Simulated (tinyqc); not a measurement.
Trench capacitor in an array: capacitance, non-linearity, leakage and relaxation: one step of the calculation.

A film between two metal electrodes, each interface adding a series capacitance ci. The small-signal permittivity is ek (1 + aq E^2); the field is found with the linear permittivity. Leakage J = J0 sinh(E/Ef). After a voltage step the film passes a relaxation current kr C V tt^(-nr), tt being the time in seconds. The sidewall is a coaxial capacitor with radii a = dm/2 - t and b = dm/2, depth AR dm; the end face is left out.

Task. Planar capacitance, field and non-linearity. Planar film: Cf = eps0 ek/t, 1/C = 1/Cf + 2/ci, EOT = 3.9 eps0/C, effective permittivity C t/eps0, E = (V/t) C/Cf; quadratic coefficient [C(V)/C - 1]/V^2 with Cf (1 + aq E^2) in C(V).

Values chosen for this exercise; permittivity of the order of that of tantalum oxide: relative permittivity of the film ek = 23.6; film thickness t = 11 nm; capacitance of each electrode interface (dead layer and screening) ci = 39 uF/cm^2; quadratic field coefficient of the permittivity aq = 0.0097 cm^2/MV^2; bias V = 1.8 V; leakage prefactor J0 = 1.3e-10 A/cm^2; field for an e-fold rise of the leakage Ef = 0.31 MV/cm.

Constants: eps0 = 8.8541878128e-14 F/cm where lengths are in cm. Results are converted to the units shown.

Find: Cf; C; EOT; effective permittivity; E; quadratic coefficient; J.

Result.

Cf = 1.8996 uF/cm^2
C = 1.7310 uF/cm^2
EOT = 1.9949 nm
effective permittivity = 21.505
E = 1.4911 MV/cm
quadratic coefficient = 6054.0 ppm/V^2
J = 7.9772e-9 A/cm^2

The interfaces take 8.88 % of the voltage.

Computed by the program tinyqc: `OMP_NUM_THREADS=1 python tinyqc.py 2102048 2102049 out.jsonl`, one thread of a shared Intel Xeon 2.30GHz, about 0.01 s for the whole run.
